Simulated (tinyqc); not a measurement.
# Metal-interlayer-semiconductor contact, depinning against tunnelling resistance: what changes with what

Zero bias, n-type semiconductor. Gap states at the semiconductor surface thin out as exp(-be ti), which unpins the barrier; electrons must then cross the interlayer (a rectangular barrier, no voltage drop across it) and the parabolic depleted layer, both by WKB. Energies E are counted from the Fermi level; no image force, parabolic bands.

Parameters, values chosen for the exercise; semiconductor values close to those of gallium arsenide; interlayer mass of the order of that in lanthanum oxide, offset chosen freely:
```
symbol    value   unit                                                           meaning
T           250      K                                                       temperature
Eg         1.37     eV                                                          band gap
eps_r      13.1                                                    relative permittivity
chi        4.21     eV                                                 electron affinity
Nc      3.35e17  cm^-3                            conduction-band density of states at T
mt       0.0693     m0                              tunnelling mass in the semiconductor
mA       0.0685     m0                                                   Richardson mass
Nd       9.4e17  cm^-3                                                     donor density
E0         0.49     eV                    charge-neutrality level above the valence band
S0        0.098                                        pinning factor without interlayer
phiM       4.32     eV                                               metal work function
ti            1     nm                                              interlayer thickness
dE         2.05     eV  conduction-band offset of the interlayer above the semiconductor
mi         0.31     m0                                 tunnelling mass in the interlayer
be            2   1/nm               decay constant of gap states through the interlayer
```

Constants: q = 1.602176634e-19 C, kB = 1.380649e-23 J/K, eps0 = 8.8541878128e-12 F/m, hbar = 1.054571817e-34 J s, h = 6.62607015e-34 J s, m0 = 9.1093837015e-31 kg, Vt = kB T/q, hbar^2/(2 m0) = 0.0380998212 eV nm^2. Results are converted to the units shown.

Each table varies one quantity; the others keep the values above.

## Contact resistivity against the interlayer thickness

S = 1/(1 + (1/S0 - 1) exp(-be ti)); phiB = S (phiM - chi) + (1 - S)(Eg - E0); xi = Ec - EF deep inside, from Nd = Nc F(-xi/Vt), F(x) = (2/sqrt(pi)) int_0^infinity sqrt(u) du/(1 + exp(u - x)); band bending U = phiB - xi; E00 = (hbar/2) sqrt(Nd/(eps0 eps_r mt m0)) in volts; A = 4 pi q mA m0 kB^2/h^3. With U = phiB - xi: for xi < E < phiB, y = (E - xi)/U and G1 = (U/E00) [sqrt(1 - y) - y ln((1 + sqrt(1 - y))/sqrt(y))], G1 = 0 above phiB; G2 = 2 ti sqrt(mi max(phiB + dE - E, 0)/C), C = hbar^2/(2 m0); f = 1/(1 + exp(E/Vt)); 1/rho_c = (A T^2/Vt^2) times the integral of exp(-G1 - G2) f over E from xi upwards. Shares under 0.001 % are printed as 0; rows without band bending are left out.

The same in every row: E00/Vt = 0.877.

Contact resistivity against the interlayer thickness:

| ti (nm) | S | phiB (eV) | rho_c (ohm cm^2) | rho_c with G2 = 0 (ohm cm^2) | peak of the integrand (eV) | share above phiB (%) |
|---|---|---|---|---|---|---|
| 0 | 0.0980 | 0.805 | 2.52e4 | 2.52e4 | 0.384 | 0.00363 |
| 0.4 | 0.195 | 0.730 | 5.72e4 | 1.64e3 | 0.354 | 0.0101 |
| 0.8 | 0.350 | 0.611 | 2.30e4 | 20.7 | 0.299 | 0.0406 |
| 1.2 | 0.545 | 0.460 | 2.74e3 | 0.0877 | 0.226 | 0.200 |
| 1.6 | 0.727 | 0.320 | 449 | 5.66e-4 | 0.155 | 0.857 |
| 2 | 0.856 | 0.221 | 342 | 1.76e-5 | 0.105 | 2.51 |
| 2.4 | 0.930 | 0.164 | 1.25e3 | 2.58e-6 | 0.0782 | 4.98 |
| 2.8 | 0.967 | 0.135 | 1.25e4 | 1.01e-6 | 0.0657 | 7.42 |
| 3.2 | 0.985 | 0.122 | 2.14e5 | 6.53e-7 | 0.0605 | 9.30 |

What does the comparison show?

As ti goes from 0 to 3.2, phiB falls from 0.805 to 0.122 eV and rho_c moves up and down between 342 and 2.14e5 ohm cm^2. At ti = 2 nm rho_c is 73.6 times lower than without interlayer, although thinner layers first raise it; beyond that thickness tunnelling through the layer dominates. The ratio of rho_c to its value with G2 = 0 runs from 1.00 to 3.27e11.

## Contact resistivity against the donor density

Same model as above.

The same in every row: S = 0.445; phiB (eV) = 0.537.

Results:

| Nd (cm^-3) | E00/Vt | rho_c (ohm cm^2) | rho_c with G2 = 0 (ohm cm^2) | peak of the integrand (eV) | share above phiB (%) |
|---|---|---|---|---|---|
| 1.1e16 | 0.0949 | 4.42e6 | 1.26e3 | 0.533 | 46.5 |
| 7.3e16 | 0.244 | 1.66e6 | 442 | 0.510 | 17.5 |
| 1.9e17 | 0.394 | 5.74e5 | 139 | 0.468 | 6.03 |
| 4.7e17 | 0.620 | 9.11e4 | 18.7 | 0.379 | 0.958 |
| 1.2e18 | 0.991 | 2.84e3 | 0.436 | 0.213 | 0.0299 |
| 3.1e18 | 1.59 | 15.2 | 0.00178 | 0.0434 | 0 |
| 7.9e18 | 2.54 | 0.122 | 1.27e-5 | 0.00217 | 0 |
| 2e19 | 4.05 | 0.00404 | 3.86e-7 | -0.0191 | 0 |

Estimate the missing row, Nd = 2.8e16 cm^-3.

Computed row:

| Nd (cm^-3) | E00/Vt | rho_c (ohm cm^2) | rho_c with G2 = 0 (ohm cm^2) | peak of the integrand (eV) | share above phiB (%) |
|---|---|---|---|---|---|
| 2.8e16 | 0.151 | 3.07e6 | 852 | 0.527 | 32.3 |

With this row back in the table: As Nd goes from 1.1e16 to 2e19, phiB stays at 0.537 eV and rho_c falls from 4.42e6 to 0.00404 ohm cm^2. rho_c goes as Nd^(-0.39) between the first two rows and Nd^(-3.67) between the last two, while E00/Vt goes from 0.0949 to 4.05 and the share above the barrier from 46.5 to 0 %. The ratio of rho_c to its value with G2 = 0 runs from 3510 to 10500. For Nd = 7.9e18, 2e19 the Fermi level lies deep in the band, where non-parabolicity matters.

tinyqc, about 0.03 s, one thread, Intel Xeon 2.30GHz (shared host): `OMP_NUM_THREADS=1 python tinyqc.py 2270174 2270175 out.jsonl`
